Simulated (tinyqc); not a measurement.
Worked calculation: deformation-potential model of the X valleys of a conduction band. Values are carried at full precision from step to step, so a last printed digit may differ when a step is redone from the rounded ones.

s11 = (C11 + C12)/((C11 - C12)(C11 + 2 C12)), s12 = -C12/((C11 - C12)(C11 + 2 C12)), s44 = 1/C44; exx = s11 sxx + s12 (syy + szz) and cyclic, exy = s44 sxy/2; tension is positive. A uniaxial stress X along the unit vector n is s_ij = X n_i n_j. Biaxial (001) means sxx = syy = X.

Constants: kB = 8.617333262e-05 eV/K; hbar^2/2m0 = 3.80998211 eV angstrom^2.

Inputs chosen for the exercise (near those of GaP; shifted at random, so the results belong to these values and not to a real crystal):
- C11 = 139.3 GPa
- C12 = 61.6 GPa
- C44 = 70 GPa
- load = biaxial (001) (kind of stress)
- X = -0.34 GPa (stress)
- Xd = 1.45 eV (dilation potential)
- Xu = 6.64 eV (uniaxial potential)
- T = 300 K (temperature)
- ml = 2.022 m0 (longitudinal mass)
- mt = 0.251 m0 (transverse mass)

## Strain from a biaxial (001) stress

Form the compliances and the strain.

s11, s12, s44 (1/TPa): 9.8498  -3.0202  14.2857

strain tensor:
```
           x          y         z
x  -0.002322   0.000000  0.000000
y   0.000000  -0.002322  0.000000
z   0.000000   0.000000  0.002054
```

## Valley shifts

Valleys with axes along x, y and z, one whole valley each. Herring-Vogt shift of a valley with unit axis a: dE = Xd tr(e) + Xu a.e.a. Non-degenerate shares n_i = exp(-dE_i/kT)/sum_j exp(-dE_j/kT). Inverse mass tensor of a valley: (1 - a a)/mt + a a/ml; the masses are taken as independent of strain.

Apply the Herring-Vogt formula to each valley.

Xd tr(e) = -3.76 meV

a.e.a: x -0.002322, y -0.002322, z 0.002054

shifts dE (meV): x -19.17, y -19.17, z 9.88

The lowest valleys are x and y, 29.1 meV below the highest; the mean shift over all valleys is (Xd + Xu/3) tr(e) = -9.49 meV.

## Shares of the electrons

Boltzmann factors of the shifts.

kT = 25.852 meV

shares: x 0.4301, y 0.4301, z 0.1398

effective number of valley axes, 1/(largest share) = 2.325

## Conductivity mass tensor

With one scattering time for all valleys the conductivity goes as M = sum_i n_i (inverse mass tensor of valley i); along the unit vector u, 1/m_c = u.M.u. Without stress 1/m_c = (1/ml + 2/mt)/3. Take u along [1-10].

M (1/m0):
```
       x      y      z
x  2.483  0.000  0.000
y  0.000  2.483  0.000
z  0.000  0.000  3.496
```

m_c along [1-10] = 0.4027 m0
m_c without stress = 0.3545 m0

The repopulation alone changes the mobility along [1-10] by -12.0 %; with all electrons in the valleys lightest or heaviest along this direction it would change by +41 or -21 %.

## Effective density of states

Each of the 3 whole valleys has m_d = (ml mt^2)^(1/3) and N = 2 (m_d kT/(4 pi c))^(3/2), c = hbar^2/2m0. Counted from the lowest edge, Nc = N x sum_i exp(-(dE_i - dE_min)/kT). 1 angstrom^-3 = 1e24 cm^-3.

m_d = 0.5032 m0
N of one valley = 8.956e+18 cm^-3
Nc under stress = 2.082e+19 cm^-3
Nc without stress = 2.687e+19 cm^-3

## Piezoresistance from repopulation

For small stress d(rho)/rho = pi X. For valleys on the cube axes pi11 = -(2/3) Xu (s11 - s12)/kT x (K - 1)/(2K + 1), pi12 = -pi11/2, pi44 = 0, K = ml/mt. For stress along [110]: pi_l = (pi11 + pi12 + pi44)/2 with the current along it and pi_t = (pi11 + pi12 - pi44)/2 with the current along [1-10]. 1/GPa = 100 x 1e-11/Pa.

K = 8.056

pi11, pi12, pi44 (1e-11/Pa): -90.9  45.4  0.0

pi_l, pi_t for [110] (1e-11/Pa): -22.7  -22.7

Only the transfer between valleys is counted; changes of mass and of intervalley scattering add to it in a real crystal.

## Checks

- Conductivity mass at zero stress against 3/(1/ml + 2/mt): both 0.3544973.
- Piezoresistance coefficients by finite differences against the closed form: largest difference 1.6e-08.

Program tinyqc; command `OMP_NUM_THREADS=1 python tinyqc.py 1081483 1081484 out.jsonl`; about 0.02 s on one thread of a shared Intel(R) Xeon(R) Processor @ 2.30GHz.
